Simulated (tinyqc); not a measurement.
Worked calculation (part 2 of 2): RHF in the 3-21g basis, for H3+, spin multiplicity 1. Computed by tinyqc, a small Python program that keeps every step (integrals from PySCF). Command: `OMP_NUM_THREADS=1 python tinyqc.py 21680 21681 out.jsonl` (the two numbers bound the seeds that draw the settings). One thread of a shared host (Intel(R) Xeon(R) Processor @ 2.60GHz), about 0.04 s of CPU time with the checks.

Geometry (angstrom):
```
atom         x         y         z
H     0.000000  0.000000  0.000000
H     0.000000  0.000000  1.459000
H     0.000000  1.264000  0.730000
```

## Iteration 3: diagonalisation and new density

extrapolated F (hartree):
```
           1H 1s      1H 2s      2H 1s      2H 2s      3H 1s      3H 2s
1H 1s  -0.103857  -0.572461  -0.185806  -0.339917  -0.185559  -0.339705
1H 2s  -0.572461  -0.592946  -0.339936  -0.485802  -0.339699  -0.485598
2H 1s  -0.185806  -0.339936  -0.103880  -0.572536  -0.185747  -0.339885
2H 2s  -0.339917  -0.485802  -0.572536  -0.593055  -0.339860  -0.485753
3H 1s  -0.185559  -0.339699  -0.185747  -0.339860  -0.103850  -0.572438
3H 2s  -0.339705  -0.485598  -0.339885  -0.485753  -0.572438  -0.592912
```

X:
```
           1H 1s      1H 2s      2H 1s      2H 2s      3H 1s      3H 2s
1H 1s   1.247177  -0.497124   0.033974   0.018081   0.033947   0.018136
1H 2s  -0.497124   1.472232   0.018102  -0.280549   0.018129  -0.280215
2H 1s   0.033974   0.018102   1.247184  -0.497149   0.033968   0.018115
2H 2s   0.018081  -0.280549  -0.497149   1.472413   0.018088  -0.280469
3H 1s   0.033947   0.018129   0.033968   0.018088   1.247175  -0.497117
3H 2s   0.018136  -0.280215   0.018115  -0.280469  -0.497117   1.472175
```

Diagonalise F' = X^T F X, C = X C', fill 1 alpha and 1 beta electrons from the bottom; D = 2 C_occ C_occ^T. Each column has its largest component positive (the first on a tie).

F' = X^T F X (hartree):
```
           1          2          3          4          5          6
1   0.376435  -0.614361  -0.006445  -0.103663  -0.006330  -0.103557
2  -0.614361  -0.041228  -0.103651  -0.153678  -0.103561  -0.153627
3  -0.006445  -0.103651   0.376468  -0.614410  -0.006417  -0.103626
4  -0.103663  -0.153678  -0.614410  -0.041201  -0.103642  -0.153666
5  -0.006330  -0.103561  -0.006417  -0.103642   0.376425  -0.614346
6  -0.103557  -0.153627  -0.103626  -0.153666  -0.614346  -0.041237
```

orbital energies (hartree): MO1 -0.887898, MO2 -0.280805, MO3 -0.280615, MO4 0.775957, MO5 0.776014, MO6 0.903010

coefficients C:
```
            MO1        MO2        MO3        MO4        MO5        MO6
1H 1s  0.194210  -0.217488  -0.161446   0.835956   0.621462   0.780657
1H 2s  0.293856  -0.704288  -0.523224  -0.968074  -0.719687  -0.511108
2H 1s  0.194270  -0.031084   0.269022   0.119906  -1.034401   0.781118
2H 2s  0.293916  -0.100648   0.871756  -0.138887   1.198159  -0.511695
3H 1s  0.194192   0.248584  -0.107610  -0.956112   0.413638   0.780514
3H 2s  0.293837   0.805019  -0.348763   1.107144  -0.478982  -0.510925
```

D after iteration 3:
```
          1H 1s     1H 2s     2H 1s     2H 2s     3H 1s     3H 2s
1H 1s  0.075435  0.114140  0.075459  0.114163  0.075428  0.114132
1H 2s  0.114140  0.172702  0.114175  0.172738  0.114129  0.172691
2H 1s  0.075459  0.114175  0.075482  0.114198  0.075451  0.114168
2H 2s  0.114163  0.172738  0.114198  0.172773  0.114152  0.172727
3H 1s  0.075428  0.114129  0.075451  0.114152  0.075421  0.114121
3H 2s  0.114132  0.172691  0.114168  0.172727  0.114121  0.172680
```

## Iteration 4: building the Fock matrix

core Hamiltonian H = T + V (hartree):
```
           1H 1s      1H 2s      2H 1s      2H 2s      3H 1s      3H 2s
1H 1s  -0.896747  -0.957899  -0.119890  -0.375973  -0.119613  -0.375632
1H 2s  -0.957899  -1.120220  -0.375994  -0.677795  -0.375626  -0.677404
2H 1s  -0.119890  -0.375994  -0.896871  -0.957979  -0.119824  -0.375913
2H 2s  -0.375973  -0.677795  -0.957979  -1.120328  -0.375885  -0.677702
3H 1s  -0.119613  -0.375626  -0.119824  -0.375885  -0.896708  -0.957874
3H 2s  -0.375632  -0.677404  -0.375913  -0.677702  -0.957874  -1.120187
```

nuclear repulsion = 1.08789383 hartree

Given earlier and not repeated: Two-electron integrals (ij|kl) in chemists' order.

J_ij = sum D_kl (ij|kl), K_ij = sum D_kl (ik|jl); F = H + J - 0.5 K; E = tr D H + tr D J / 2 - 0.25 tr D K + E_nn.

Coulomb J (hartree):
```
          1H 1s     1H 2s     2H 1s     2H 2s     3H 1s     3H 2s
1H 1s  1.034771  0.629628  0.040313  0.210883  0.040193  0.210663
1H 2s  0.629628  0.829744  0.210915  0.451072  0.210653  0.450770
2H 1s  0.040313  0.210915  1.035010  0.629761  0.040284  0.210863
2H 2s  0.210883  0.451072  0.629761  0.829871  0.210820  0.451000
3H 1s  0.040193  0.210653  0.040284  0.210820  1.034696  0.629587
3H 2s  0.210663  0.450770  0.210863  0.451000  0.629587  0.829704
```

exchange K (hartree):
```
          1H 1s     1H 2s     2H 1s     2H 2s     3H 1s     3H 2s
1H 1s  0.483789  0.488465  0.212490  0.349725  0.212308  0.349542
1H 2s  0.488465  0.605033  0.349786  0.518245  0.349523  0.518014
2H 1s  0.212490  0.349786  0.484065  0.488719  0.212447  0.349742
2H 2s  0.349725  0.518245  0.488719  0.605290  0.349662  0.518190
3H 1s  0.212308  0.349523  0.212447  0.349662  0.483702  0.488386
3H 2s  0.349542  0.518014  0.349742  0.518190  0.488386  0.604953
```

Fock matrix F (hartree):
```
           1H 1s      1H 2s      2H 1s      2H 2s      3H 1s      3H 2s
1H 1s  -0.103870  -0.572503  -0.185822  -0.339953  -0.185574  -0.339741
1H 2s  -0.572503  -0.592993  -0.339971  -0.485846  -0.339735  -0.485641
2H 1s  -0.185822  -0.339971  -0.103894  -0.572577  -0.185763  -0.339921
2H 2s  -0.339953  -0.485846  -0.572577  -0.593102  -0.339896  -0.485797
3H 1s  -0.185574  -0.339735  -0.185763  -0.339896  -0.103863  -0.572480
3H 2s  -0.339741  -0.485641  -0.339921  -0.485797  -0.572480  -0.592959
```

total energy of this density = -1.15549472 hartree

## Iteration 4: DIIS over 4 matrices

error matrix X^T (FDS - SDF) X:
```
          1          2         3          4         5          6
1  0.000000  -0.000003  0.000000  -0.000003  0.000000  -0.000003
2  0.000003   0.000000  0.000003   0.000000  0.000003   0.000000
3  0.000000  -0.000003  0.000000  -0.000003  0.000000  -0.000003
4  0.000003   0.000000  0.000003   0.000000  0.000003   0.000000
5  0.000000  -0.000003  0.000000  -0.000003  0.000000  -0.000003
6  0.000003   0.000000  0.000003   0.000000  0.000003   0.000000
```

B (overlaps of the stored error matrices):
```
                1               2               3               4
1   2.2089049e-01   3.5542502e-02  -5.2923387e-05   5.8152627e-06
2   3.5542502e-02   5.7189853e-03  -8.5156480e-06   9.3570985e-07
3  -5.2923387e-05  -8.5156480e-06   1.2687583e-08  -1.3927434e-09
4   5.8152627e-06   9.3570985e-07  -1.3927434e-09   1.5314429e-10
```

Minimise |sum c_i e_i|^2 with sum c_i = 1: solve [B -1; -1 0][c; lambda] = [0; -1] with B_ij = tr e_i^T e_j, and take F = sum c_i F_i.

DIIS coefficients: 0.001479  -0.009443  -0.052548  1.060512

extrapolated F (hartree):
```
           1H 1s      1H 2s      2H 1s      2H 2s      3H 1s      3H 2s
1H 1s  -0.103869  -0.572500  -0.185821  -0.339950  -0.185574  -0.339738
1H 2s  -0.572500  -0.592989  -0.339969  -0.485842  -0.339732  -0.485638
2H 1s  -0.185821  -0.339969  -0.103892  -0.572574  -0.185762  -0.339918
2H 2s  -0.339950  -0.485842  -0.572574  -0.593098  -0.339894  -0.485793
3H 1s  -0.185574  -0.339732  -0.185762  -0.339894  -0.103862  -0.572477
3H 2s  -0.339738  -0.485638  -0.339918  -0.485793  -0.572477  -0.592955
```

## Iteration 4: diagonalisation and new density

As before.

F' = X^T F X (hartree):
```
           1          2          3          4          5          6
1   0.376452  -0.614393  -0.006438  -0.103683  -0.006323  -0.103577
2  -0.614393  -0.041235  -0.103671  -0.153686  -0.103581  -0.153636
3  -0.006438  -0.103671   0.376485  -0.614442  -0.006411  -0.103645
4  -0.103683  -0.153686  -0.614442  -0.041207  -0.103661  -0.153674
5  -0.006323  -0.103581  -0.006411  -0.103661   0.376441  -0.614378
6  -0.103577  -0.153636  -0.103645  -0.153674  -0.614378  -0.041243
```

orbital energies (hartree): MO1 -0.887970, MO2 -0.280812, MO3 -0.280622, MO4 0.775975, MO5 0.776033, MO6 0.903089

coefficients C:
```
            MO1        MO2        MO3        MO4        MO5        MO6
1H 1s  0.194213  -0.217487  -0.161446   0.835955   0.621464   0.780656
1H 2s  0.293854  -0.704289  -0.523225  -0.968072  -0.719688  -0.511108
2H 1s  0.194273  -0.031084   0.269022   0.119906  -1.034400   0.781119
2H 2s  0.293915  -0.100648   0.871757  -0.138887   1.198157  -0.511697
3H 1s  0.194194   0.248583  -0.107610  -0.956113   0.413638   0.780512
3H 2s  0.293835   0.805019  -0.348763   1.107144  -0.478982  -0.510924
```

D after iteration 4:
```
          1H 1s     1H 2s     2H 1s     2H 2s     3H 1s     3H 2s
1H 1s  0.075437  0.114140  0.075460  0.114164  0.075430  0.114133
1H 2s  0.114140  0.172701  0.114176  0.172736  0.114129  0.172689
2H 1s  0.075460  0.114176  0.075484  0.114199  0.075453  0.114168
2H 2s  0.114164  0.172736  0.114199  0.172771  0.114153  0.172725
3H 1s  0.075430  0.114129  0.075453  0.114153  0.075422  0.114122
3H 2s  0.114133  0.172689  0.114168  0.172725  0.114122  0.172678
```

## Iteration 5 (converged): orbitals

converged F (hartree):
```
           1H 1s      1H 2s      2H 1s      2H 2s      3H 1s      3H 2s
1H 1s  -0.103870  -0.572503  -0.185822  -0.339953  -0.185575  -0.339741
1H 2s  -0.572503  -0.592992  -0.339971  -0.485845  -0.339735  -0.485641
2H 1s  -0.185822  -0.339971  -0.103893  -0.572577  -0.185763  -0.339921
2H 2s  -0.339953  -0.485845  -0.572577  -0.593101  -0.339896  -0.485797
3H 1s  -0.185575  -0.339735  -0.185763  -0.339896  -0.103863  -0.572480
3H 2s  -0.339741  -0.485641  -0.339921  -0.485797  -0.572480  -0.592958
```

As before.

F' = X^T F X (hartree):
```
           1          2          3          4          5          6
1   0.376453  -0.614396  -0.006438  -0.103684  -0.006323  -0.103578
2  -0.614396  -0.041235  -0.103672  -0.153687  -0.103582  -0.153636
3  -0.006438  -0.103672   0.376486  -0.614445  -0.006410  -0.103647
4  -0.103684  -0.153687  -0.614445  -0.041207  -0.103663  -0.153675
5  -0.006323  -0.103582  -0.006410  -0.103663   0.376442  -0.614380
6  -0.103578  -0.153636  -0.103647  -0.153675  -0.614380  -0.041244
```

orbital energies (hartree): MO1 -0.887976, MO2 -0.280813, MO3 -0.280623, MO4 0.775977, MO5 0.776034, MO6 0.903095

coefficients C:
```
            MO1        MO2        MO3        MO4        MO5        MO6
1H 1s  0.194213  -0.217487  -0.161445   0.835955   0.621464   0.780656
1H 2s  0.293854  -0.704289  -0.523225  -0.968072  -0.719688  -0.511108
2H 1s  0.194273  -0.031084   0.269022   0.119906  -1.034400   0.781119
2H 2s  0.293914  -0.100648   0.871757  -0.138887   1.198157  -0.511697
3H 1s  0.194194   0.248583  -0.107610  -0.956113   0.413638   0.780512
3H 2s  0.293835   0.805019  -0.348763   1.107144  -0.478982  -0.510924
```

D after iteration 5:
```
          1H 1s     1H 2s     2H 1s     2H 2s     3H 1s     3H 2s
1H 1s  0.075437  0.114140  0.075460  0.114164  0.075430  0.114133
1H 2s  0.114140  0.172700  0.114176  0.172736  0.114129  0.172689
2H 1s  0.075460  0.114176  0.075484  0.114199  0.075453  0.114168
2H 2s  0.114164  0.172736  0.114199  0.172771  0.114153  0.172725
3H 1s  0.075430  0.114129  0.075453  0.114153  0.075423  0.114122
3H 2s  0.114133  0.172689  0.114168  0.172725  0.114122  0.172678
```

## Convergence

Stop when the energy changes by less than 1e-09 hartree and every element of the error matrix X^T (F D S - S D F) X is below 9e-06.

Course of the cycle:
```
iteration  E (hartree)     change  largest element of the error matrix
1          -1.11817612          -                             1.11e-01
2          -1.15454513  -3.64e-02                             1.78e-02
3          -1.15549472  -9.50e-04                             2.72e-05
4          -1.15549472  -2.08e-09                             2.98e-06
5          -1.15549472  -2.53e-11                             2.08e-07
```

PySCF RHF in the same basis = -1.15549472 hartree

Converged in 5 iterations.

## Populations, bond orders and dipole

overlap S:
```
          1H 1s     1H 2s     2H 1s     2H 2s     3H 1s     3H 2s
1H 1s  1.000000  0.645899  0.036319  0.204708  0.036216  0.204496
1H 2s  0.645899  1.000000  0.204708  0.498435  0.204496  0.498123
2H 1s  0.036319  0.204708  1.000000  0.645899  0.036294  0.204657
2H 2s  0.204708  0.498435  0.645899  1.000000  0.204657  0.498361
3H 1s  0.036216  0.204496  0.036294  0.204657  1.000000  0.645899
3H 2s  0.204496  0.498123  0.204657  0.498361  0.645899  1.000000
```

Mulliken: Z minus the diagonal of D S on the atom; Loewdin: the same with S^(1/2) D S^(1/2); Mayer order: 2 sum_s sum (D(s) S)_ij (D(s) S)_ji over the two atoms.

Charges (e):
```
atom  Mulliken   Loewdin
1H    0.333404  0.333404
2H    0.333096  0.333097
3H    0.333500  0.333499
```

Mayer bond orders:
```
pair     order
2-1   0.444556
3-1   0.444286
3-2   0.444491
```

dipole moment about the origin, x y z (debye): 0.000000  2.024778  3.503644
